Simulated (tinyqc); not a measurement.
MOS capacitor on an n-type substrate, surface potential from the exact charge relation: two steps of the calculation.

Uniform n-type substrate, Boltzmann statistics, full ionisation, classical densities. psi is the surface potential against the body (positive when the bands bend down) and u = -psi/Vt. Traps are spread evenly over the gap and neutral at flat band, so their charge is -q Dit psi; the minority quasi-Fermi level is shifted by Vb.

Parameters, values chosen for the exercise; band and dielectric values close to those of silicon: temperature T = 250 K; band gap Eg = 1.13 eV; relative permittivity eps_r = 11.7; conduction-band density of states at T Nc = 2.13e19 cm^-3; valence-band density of states at T Nv = 2e19 cm^-3; donor density of the substrate N = 1.5e18 cm^-3; relative permittivity of the gate insulator (close to hafnium oxide) eox = 21.7; insulator thickness tox = 78 nm; fixed charge at the interface, in units of q Nf = 3.8e10 cm^-2; density of interface traps Dit = 0 cm^-2 eV^-1; reverse bias of the inversion layer against the body Vb = 0 V; gate voltage against the body Vg = -4.76 V.

Constants: q = 1.602176634e-19 C, kB = 1.380649e-23 J/K, Vt = kB T/q, eps0 = 8.8541878128e-14 F/cm where lengths are in cm. Results are converted to the units shown.

Task 1. Newton step for the surface potential. u = -psi/Vt; F^2 = exp(-u) + u - 1 + r (exp(u) - u - 1); Qs = +sign(u) Q0 F; Cs = -dQs/dpsi = (Q0/Vt) |1 - exp(-u) + r (exp(u) - 1)|/(2 F). f = Vfb + psi + (q Dit psi - Qs)/Cox - Vg, f' = 1 + (Cs + q Dit)/Cox, psi(new) = psi - f/f'.

psi at the start = -1.1032107 V
Cox = 0.24632805 uF/cm^2
Vfb = 0.80812421 V
Q0 = 103.57133 nC/cm^2
r = 3.1436174e-21

Wanted: u; F; Qs; Cs; f; f'; psi after iteration 1.

Result 1.

u = 51.209
F = 10.238
Qs = 1060.3 nC/cm^2
Cs = 13.055 uF/cm^2
f = 0.16043 V
f' = 53.997
psi after iteration 1 = -1.1062 V

Task 2. Charges, field and capacitances at the solution. ni = sqrt(Nc Nv) exp(-Eg/(2 Vt)), Eg in volts; phiF = Vt ln(N/ni); Cox = eps0 eox/tox; Vfb = phiM - chi - Vt ln(Nc/N) - q Nf/Cox; Q0 = sqrt(2 eps0 eps_r q N Vt); r = (ni/N)^2 exp(-Vb/Vt); VT = Vfb - [(2 phiF + Vb)(1 + q Dit/Cox) + sqrt(2 eps0 eps_r q N (2 phiF + Vb))/Cox].

Low frequency: 1/C_LF = 1/Cox + 1/(Cs + q Dit). High frequency, in the simple estimate in which traps and minority carriers do not follow: 1/C_HF = 1/Cox + 1/Cd, Cd being Cs with r = 0 at the same psi. Minority sheet density N_inv = (Q0/(2 q)) int_0^u r (exp(t) - 1)/F(t) dt for u > 0. Oxide field |Qs - q Dit psi + q Nf|/(eps0 eox).

converged psi = -1.1060471 V

Find: Qs; N_inv; oxide field; Cs; C_LF/Cox; C_HF/Cox.

Result 2.

Qs = 1099 nC/cm^2
N_inv = 2.295e12 cm^-2
oxide field = 0.5752 MV/cm
Cs = 14.33 uF/cm^2
C_LF/Cox = 0.9831
C_HF/Cox = 0.5790

The surface is in strong inversion (borders at |psi| = 0, phiF + Vb and 2 phiF + Vb = 1.02 V). Minority carriers make up 33.4 % of Qs.

tinyqc, about 0.01 s, one thread, Intel Xeon 2.30GHz (shared host): `OMP_NUM_THREADS=1 python tinyqc.py 2060102 2060103 out.jsonl`
